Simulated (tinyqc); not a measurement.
Comparisons within one model: Shockley-Read-Hall recombination through one deep level. A value that a table varies takes the place of the one given here.

One level at Et with degeneracy 1: tn = 1/(sn vth Nt), tp = 1/(sp_ vth Nt), n1 = Nc exp((Et - Eg)/kT), p1 = Nv exp(-Et/kT), ni^2 = n1 p1. Equilibrium n0 = Nm, p0 = ni^2/Nm; n = n0 + dn, p = p0 + dn. U = (n p - ni^2)/(tp (n + n1) + tn (p + p1)), lifetime dn/U; emission rates en = sn vth n1, ep = sp_ vth p1.

Constants: kB = 8.617333262e-05 eV/K.

Values chosen for the exercise (gap and densities of states near those of GaAs at this temperature; not measured data): E1 = 0.362 eV (level (+1/0) above Ev); E2 = 0.939 eV (level (0/-1) above Ev); gm = 2 (degeneracy of the middle state, the others 1); T = 300 K; Eg = 1.42 eV (gap); Nc = 4.35e+17 1/cm^3 (conduction-band density of states); Nv = 9.38e+18 1/cm^3 (valence-band density of states); Nd = 3.2e+13 1/cm^3 (ionised shallow donors minus acceptors); Et = 0.939 eV (recombination level above Ev); Nt = 2.5e+14 1/cm^3 (defects); sn = 3.8e-16 cm^2 (electron capture cross-section); sp_ = 3.1e-16 cm^2 (hole capture cross-section); vth = 14000000 cm/s (thermal velocity, both carriers); Nm = 2.5e+15 1/cm^3 (equilibrium electrons for the lifetime steps); dn = 2.6e+15 1/cm^3 (excess pairs).

## Charge state against the Fermi level (deep level with several charge states)

Energies from Ev. The defect has charge states +1, 0, -1 with weights 1, gm exp((EF - E1)/kT), exp((2 EF - E1 - E2)/kT); the shares are the weights over their sum. Boltzmann carriers: n = Nc exp((EF - Eg)/kT), p = Nv exp(-EF/kT). Neutrality: p - n + Nd + Nt <q> = 0.

Shares:
```
EF (eV)     +1      0     -1     <q>
0.085    1.000  0.000  0.000   1.000
0.199    0.996  0.004  0.000   0.996
0.312    0.776  0.224  0.000   0.776
0.426    0.040  0.960  0.000   0.040
0.540    0.001  0.999  0.000   0.001
0.653    0.000  1.000  0.000   0.000
0.767    0.000  0.999  0.001  -0.001
0.880    0.000  0.951  0.049  -0.049
0.994    0.000  0.192  0.808  -0.808
1.108    0.000  0.003  0.997  -0.997
1.221    0.000  0.000  1.000  -1.000
1.335    0.000  0.000  1.000  -1.000
```

Where the levels are several kT apart the middle state rules between about E1 - kT ln gm = 0.344 and E2 + kT ln gm = 0.957 eV; its largest share listed is 1.000. Each step spreads from 10 % to 90 % over 4.4 kT = 0.114 eV.

## Defects against doping (deep level with several charge states)

Nt takes the listed multiples of |Nd|; the resistivity uses mobilities of 1000 (electrons) and 300 (holes) cm^2/(V s), chosen for the exercise, and e = 1.602176634e-19 C.

Neutral state:
```
Nt/|Nd|  EF (eV)  n (1/cm^3)  p (1/cm^3)  rho (ohm cm)
0.01      1.1737    3.17e+13       0.180           197
0.10      1.1712    2.88e+13       0.198           217
0.30      1.1647    2.24e+13       0.254           279
0.60      1.1503    1.28e+13       0.445           487
0.90      1.1149    3.26e+12        1.75      1.91e+03
1.10      1.0158    7.06e+10        80.7      8.84e+04
1.50      0.9748    1.44e+10         395      4.32e+05
3.00      0.9390    3.61e+09    1.58e+03      1.73e+06
10.00     0.9001    8.03e+08    7.09e+03      7.77e+06
```

EF goes from 1.174 to 0.900 eV and the resistivity from 197 to 7.77e+06 ohm cm, with a largest value of 7.77e+06. The largest move of EF, -0.099 eV, comes between Nt/|Nd| = 0.9 and 1.1; the levels lie at 0.362 and 0.939 eV. A defect can take up to one carrier of either sign, so the doping can be cancelled no earlier than Nt = |Nd|, there only if EF lies well beyond the level that takes the carriers and otherwise at larger Nt (mean charge -0.10 in the last row).

## Lifetime against injection

Recombination:
```
dn (1/cm^3)  lifetime (microsecond)  U (1/(cm^3 s))
1.0e+11                      0.9217        1.08e+17
1.0e+12                      0.9220        1.08e+18
1.0e+13                      0.9247        1.08e+19
1.0e+14                      0.9506        1.05e+20
1.0e+15                       1.136        8.80e+20
1.0e+16                       1.523        6.57e+21
1.0e+17                       1.655        6.04e+22
1.0e+18                       1.672        5.98e+23
```

The lifetime rises from 0.9217 to 1.672 microsecond; tn + tp = 1.674. At low injection it is tp (1 + n1/n0) + tn p1/n0 with n1/Nm = 1.4e-06 and p1/Nm = 6.3e-13: re-emission is negligible, so minority capture alone counts. Auger and radiative paths are left out; they cut in at the highest injections, and in a doped direct-gap crystal the radiative one counts at all injections. dn = dp neglects trapped charge, which matters where the traps hold a charge comparable with dn, at low injection and with very unequal cross sections.

## Where a level does most harm

Et takes the values listed; G = Nt en ep/(en + ep) in a depleted region; the lifetime is for dn = 1e11 1/cm^3.

Results:
```
Et (eV)  lifetime (microsecond)  G (1/(cm^3 s))
0.085                       106            21.6
0.199                      2.20        1.78e+03
0.312                     0.938        1.41e+05
0.426                     0.922        1.16e+07
0.540                     0.922        9.53e+08
0.653                     0.922        7.53e+10
0.767                     0.922        1.09e+12
0.880                     0.922        1.68e+10
0.994                     0.922        2.04e+08
1.108                     0.923        2.48e+06
1.221                     0.994        3.13e+04
1.335                      6.91             381
```

Generation peaks where en = ep, at Eg/2 + (kT/2) ln(sp_ Nv/(sn Nc)) = 0.747 eV; the largest value listed is at 0.767 eV, and G falls by a decade for each 0.060 eV away from the peak. The lifetime is within a factor 2 of its minimum, 0.922 microsecond, from 0.312 to 1.221 eV: recombination tolerates a wide range of Et, generation a narrow one.

## What moves lifetime and leakage

G = Nt en ep/(en + ep). Each row changes one parameter from the base and keeps the others.

Results:
```
case                  lifetime (microsecond)  G (1/(cm^3 s))
base                                   1.305        1.71e+09
Et = 0.979 eV                          1.305        3.64e+08
sn = 7.6e-16 cm^2                      1.113        1.71e+09
sp_ = 6.2e-16 cm^2                    0.8441        3.42e+09
Nt = 1.25e+14 1/cm^3                   2.610        8.55e+08
Nm = 7.5e+15 1/cm^3                    1.115        1.71e+09
dn = 7.8e+15 1/cm^3                    1.491        1.71e+09
```

The largest shifts from the base row, up to three for each result and ties (the steps differ in size, so this ranks the rows, not the parameters). lifetime (microsecond): Nt +1.30, sp_ -0.461, sn -0.192; unchanged at the printed digits by Et. G (1/(cm^3 s)): sp_ +1.71e+09, Et -1.35e+09, Nt -8.55e+08; unchanged at the printed digits by sn, Nm and dn.

Program tinyqc; command `OMP_NUM_THREADS=1 python tinyqc.py 1682555 1682556 out.jsonl`; about 0.01 s on one thread of a shared Intel(R) Xeon(R) Processor @ 2.30GHz.
